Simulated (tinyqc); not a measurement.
# FinFET, parasitic resistance, capacitance and delay, step by step

Program tinyqc, `OMP_NUM_THREADS=1 python tinyqc.py 2170142 2170143 out.jsonl`; Intel Xeon 2.30GHz, shared host, one thread, about 0.05 s. Printed values are rounded.

Nf fins under one contact; each has gated perimeter p = 2 Hf + Wf and cross-section A = Hf Wf; contact width Wc = Nf pf, stack height Hs = Hf. Contact length Lc = CPP - Lg - 2 Lsp, shared by two neighbouring gates. Source and drain sides are equal. The formulas are first-order estimates, not field solutions.

Values chosen for this exercise; values close to those of silicon logic devices: temperature T = 300 K; number of fins Nf = 3; fin height Hf = 60 nm; fin width Wf = 5 nm; fin pitch pf = 27 nm; contacted gate pitch CPP = 45 nm; gate length Lg = 14 nm; spacer length Lsp = 4 nm; relative permittivity of the spacer ks = 5.5; gate height above the channel stack Hc = 25 nm; contact resistivity rc = 3.9e-9 ohm cm^2; resistivity of the source-drain epitaxy re = 0.00025 ohm cm; current-carrying depth of the epitaxy te = 20 nm; resistivity of the extension rx = 0.00052 ohm cm; gate overlap Lov = 2 nm; inversion capacitance Cinv = 3.6 uF/cm^2; injection velocity vx = 8.6e6 cm/s; apparent mobility mu = 300 cm^2/(V s); threshold at zero drain voltage VT = 0.25 V; barrier lowering dl = 0.062 V/V; subthreshold factor n = 1.24; wire load Cw = 0.37 fF; supply voltage Vdd = 0.75 V.

Constants: q = 1.602176634e-19 C, kB = 1.380649e-23 J/K, eps0 = 8.8541878128e-12 F/m, Vt = kB T/q. Results are converted to the units shown.

## Geometry and resistances

Epitaxy sheet resistance Rsh = re/te, transfer length LT = sqrt(rc/Rsh), contact Rc = [sqrt(rc Rsh)/Wc] coth(Lc/(2 LT)); extension of one fin Rx = rx Lsp/A. Effective width N p; for equal currents one side has Rc + Rx/N.

Lc = 23 nm
effective width = 375 nm
Rsh = 125 ohm
LT = 55.8570 nm
Rc = 424.579 ohm
Rx = 69.3333 ohm
one side times effective width = 167.884 ohm um

Lc/2 is 0.21 transfer lengths, and Rc is 1.4 % above the area limit rc/(Wc Lc/2). The contact makes up 94.8 % of one side.

## Capacitances

With N fins: gate Cg = Cinv p N Lg; per side, plate Cp = ks eps0 [Wc (Hs + Hc) - N A]/Lsp, top fringe Cf = (2/pi) ks eps0 Wc ln(1 + Lg/(2 Lsp)), overlap Co = Cinv p N Lov. Cs = Cp + Cf + Co. An inverter of two such devices driving an equal one has the load CL = 2 (Cg + 2 Cs) + 4 Cs + Cw (its own drains counted twice for the Miller effect).

Cg = 189 aF
Cp = 72.8644 aF
Cf = 2.54030 aF
Co = 27 aF
CL = 1567.24 aF

The channel capacitance gives 24.1 % of CL, the parasitic parts 52.3 % and the wire 23.6 %.

## Iteration 1: fin currents at Vgs = Vdd, Vds = Vdd/2

I at the start (uA): fin 1 0, fin 2 0, fin 3 0

One fin: I = p Q vx u/(1 + |u|^1.8)^(1/1.8), Q = Cinv n Vt ln(1 + exp((Vg' - VT + dl Vd')/(n Vt))), u = Vd' mu/(vx Lg), Vg' = Vgs - v, Vd' = Vds - 2 v, with the drop on each side v = Rc (sum of I) + Rx I. I(new) = I + 0.5 (I(out) - I).

drop v (mV): fin 1 0, fin 2 0, fin 3 0
I(out) (uA): fin 1 200.511, fin 2 200.511, fin 3 200.511
I after iteration 1 (uA): fin 1 100.255, fin 2 100.255, fin 3 100.255

## Iteration 2: fin currents at Vgs = Vdd, Vds = Vdd/2

As before.

drop v (mV): fin 1 134.650, fin 2 134.650, fin 3 134.650
I(out) (uA): fin 1 131.594, fin 2 131.594, fin 3 131.594
I after iteration 2 (uA): fin 1 115.925, fin 2 115.925, fin 3 115.925

## Course of the iteration: fin currents at Vgs = Vdd, Vds = Vdd/2

Stop when the largest change of I is below 1e-6 uA, or after 80 iterations.

Course of the iteration:

| iteration | total I (uA) | largest \|change\| of one entry (uA) |
|---|---|---|
| 1 | 300.766 | 100 |
| 2 | 347.775 | 15.7 |
| 3 | 339.199 | 2.86 |
| 4 | 342.440 | 1.08 |
| 5 | 341.344 | 0.365 |
| 6 | 341.731 | 0.129 |
| 7 | 341.597 | 0.0449 |
| 8 | 341.644 | 0.0157 |
| 9 | 341.627 | 5.48e-3 |
| 10 | 341.633 | 1.92e-3 |
| 11 | 341.631 | 6.69e-4 |
| 12 | 341.632 | 2.34e-4 |
| 13 | 341.632 | 8.16e-5 |
| 14 | 341.632 | 2.85e-5 |
| 15 | 341.632 | 9.96e-6 |
| 16 | 341.632 | 3.48e-6 |
| 17 | 341.632 | 1.22e-6 |
| 18 | 341.632 | 4.25e-7 |

Converged in 18 iterations. At the end each change is about 0.35 times the one before: linear convergence.

## Effective current, delay and energy

IH = I(Vdd, Vdd/2) = 341.632 uA
IL = I(Vdd/2, Vdd), solved likewise = 126.174 uA

Ieff = (IH + IL)/2, delay CL Vdd/(2 Ieff), energy CL Vdd^2, with CL the load of an inverter that drives an equal one.

Ieff = 233.903 uA
delay = 2.51264 ps
energy = 881.571 aJ

Without any series resistance Ieff would be 400 uA, so the resistances cost 41.5 %.
